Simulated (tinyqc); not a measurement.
Random telegraph noise from one oxide trap in a small MOSFET: one step of the calculation.

An acceptor-like trap exchanges electrons with the channel. Inversion charge Q = Cox u, u = n Vt W0(exp((Vg - VT)/(n Vt))), W0 the Lambert function, n = nf, Cox = eps0 eox/tox; linear regime Id = (W/L) mu Q Vd. Relative to threshold the surface potential rises by Vt ln(u/u0) and the oxide voltage by the rest of Vg - VT, with u0 = n Vt W0(1).

Problem. Trap level, time constants and occupancy. N = Cox u/q; dpsi = Vt ln(u/u0); E = E0 - dpsi - (xt/tox)(Vg - VT - dpsi); capture time tc = 1/[(N/zi) vth s0 exp(-xt/lt - EB/Vt)]; emission time te = tc exp(-E/Vt); occupancy te/(tc + te).

Values chosen for this exercise; values of the order met in silicon transistors:
```
symbol,value,unit,meaning
T,200,K,temperature
eox,3.9,,relative permittivity of the gate insulator (close to silicon dioxide)
tox,1.9,nm,insulator thickness
xt,0.46,nm,depth of the trap from the channel interface
E0,0.09,eV,trap level above the channel Fermi level at threshold
s0,1e-16,cm^2,capture prefactor
EB,0.24,eV,capture barrier (lattice relaxation)
lt,0.18,nm,tunnelling decay length
vth,1.2e7,cm/s,thermal velocity
zi,1.5,nm,thickness of the inversion layer
VT,0.22,V,threshold voltage
nf,1.19,,body factor
Vg,0.49,V,gate voltage
```

Constants: q = 1.602176634e-19 C, kB = 1.380649e-23 J/K, Vt = kB T/q, eps0 = 8.8541878128e-14 F/cm where lengths are in cm. Results are converted to the units shown.

Wanted: u; N; dpsi; E; tc; te; occupancy.

Solution.

u = 0.22122 V
N = 2.5095e12 cm^-2
dpsi = 0.050764 V
E = -0.013842 eV
tc = 7.1602e-4 s
te = 0.0015986 s
occupancy = 0.69065

The trap lies 0.80 Vt below the Fermi level, so it is filled 69.1 % of the time.

Range of the model: VT is taken as given; short-channel effects and the uneven flow of current among few electrons are left out.

tinyqc, about 0.01 s, one thread, Intel Xeon 2.30GHz (shared host): `OMP_NUM_THREADS=1 python tinyqc.py 2710134 2710135 out.jsonl`
